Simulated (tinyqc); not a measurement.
The width of the window: equation-of-state fits to an energy-volume table made by a known binding curve. Computed by tinyqc, a small Python program. Command: `OMP_NUM_THREADS=1 python tinyqc.py 3031313 3031314 out.jsonl eosfit walk`. One thread of a shared host (Intel(R) Xeon(R) Processor @ 2.30GHz), about 0.03 s of CPU time with the checks.

With x = (V/V_0)^(1/3), the energy per atom is E = -D [1 + eta (x - 1)] exp(-eta (x - 1)), so that B0 = D eta^2/(9 V_0) and B' = 1 + 2 eta/3. B' = dB/dP at P = 0.

Inputs (values chosen for the exercise, for a model crystal):
```
quantity                                 value             unit
cohesive energy D                         3.52          eV/atom
true volume V_0                             24  angstrom^3/atom
stiffness eta                             3.87                -
shift of the window centre s             0.021                -
points N                                     5                -
compression V/V_0 for the pressure test   0.85                -
noise amplitude                          0.035              meV
```

Binding curve: universal binding. Noise: added.

Constants: 1 eV/angstrom^3 = 160.2176634 GPa.

Method:
- B0 and B' from the formulas above; P = -dE/dV at V = c V_0 (c the compression chosen), from the curve itself.
- Table: V_j = V_0 [1 + s + w (2 j/(N - 1) - 1)], j = 0..N-1, rounded to 0.001; E_j from the curve plus the noise amplitude times the listed numbers xi_j (xi_0 first), rounded to 1e-7 eV.
- Murnaghan: E = E0 + (B0 V/B') [(V0/V)^B'/(B' - 1) + 1] - B0 V0/(B' - 1), P = (B0/B') [(V0/V)^B' - 1].
- Birch-Murnaghan: E = E0 + (9 V0 B0/16) [y^3 B' + y^2 (2 - 4 y)], y = (V0/V)^(2/3) - 1; P = (3 B0/2) (x^7 - x^5) [1 + (3/4)(B' - 4)(x^2 - 1)], x = (V0/V)^(1/3).
- Vinet: E = E0 + (9 B0 V0/h^2) {1 + [h (1 - x) - 1] exp(h (1 - x))}, P = 3 B0 (1 - x) x^-2 exp(h (1 - x)), x = (V/V0)^(1/3), h = (3/2)(B' - 1).
- All are least-squares fits to the energies; for polynomials in V, B0 = V E'' and B' = -1 - V E'''/E'' at the minimum.
- The table is made anew for each w.

numbers xi_j, drawn evenly from -1 to 1: -0.0136  -0.8099  -0.8450  -0.1548  0.7754

exact B0 = 39.1040 GPa

exact B' = 3.58

Errors (%):
```
w     B0, parabola  B0, cubic  B0, Murnaghan  B0, Birch-Murnaghan  B0, Vinet  B', Birch-Murnaghan
0.03        -7.440      2.191          2.552                2.503      2.484               12.243
0.05        -8.092      0.779          0.745                0.754      0.757                2.706
0.08        -7.512      0.983          0.085                0.233      0.268                0.857
0.12        -5.698      2.271         -0.414                0.016      0.115                0.439
0.16        -2.970      4.297         -0.939               -0.122      0.064                0.272
0.22         2.855      8.704         -1.902               -0.324      0.035                0.057
```

What does the comparison show, and why?

The Birch-Murnaghan error of B0 is smallest among these at w = 0.12 (0.016 % in size); it is 2.503 % at the narrowest and 0.324 % at the widest. A narrow window magnifies the noise, since the energy range shrinks as w^2, and a wide one exposes the form. The Vinet form is the binding curve itself here, so its error comes from noise and rounding alone. At the widest window the errors of B0 are +2.9 % for the parabola and +8.7 % for the cubic in V.

Extremes, crossings and ranges named in words are read from the listed rows.
